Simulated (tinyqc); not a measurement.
Two-mode optical phonons of a ternary alloy from two coupled oscillators: one step, computed by the program tinyqc. Command: `OMP_NUM_THREADS=1 python tinyqc.py 3000412 3000413 out.jsonl twomode walk`. One thread of a shared host (Intel(R) Xeon(R) Processor @ 2.30GHz), about 0.01 s of CPU time with the checks.

An alloy A(x)B(1-x)C has an A-C and a B-C bond oscillator. Each TO frequency moves linearly from the impurity mode (dilute end) to the TO of the pure crystal; each strength is proportional to the number of bonds.

Task: LO modes, coupled by the field. eps(omega) = eps_inf + W_1/(omega_1^2 - omega^2) + W_2/(omega_2^2 - omega^2) = 0 is the eigenproblem of the matrix [[omega_1^2 + W_1/eps_inf, sqrt(W_1 W_2)/eps_inf], [sqrt(W_1 W_2)/eps_inf, omega_2^2 + W_2/eps_inf]] for omega_LO^2. Uncoupled values keep the diagonal alone. eps_s = eps_inf + W_1/omega_1^2 + W_2/omega_2^2.

omega_1 (A-C, TO) = 538.77 1/cm

omega_2 (B-C, TO) = 331.41 1/cm

eps_inf = 5.7112

W_1 = 279162.1 1/cm^2

W_2 = 55707.42 1/cm^2

Give: matrix; lower LO mode; upper LO mode; uncoupled values; eps_s.

Result:

matrix (1/cm^2):
```
           1          2
1  3.392e+05  2.184e+04
2  2.184e+04  1.196e+05
```

lower LO mode = 342.7 1/cm

upper LO mode = 584.2 1/cm

uncoupled values (1/cm): 345.8  582.4

eps_s = 7.180

The field pushes the upper mode up by 1.84 and the lower one down by 3.12 per cm; the lower LO stays between the two TO modes.
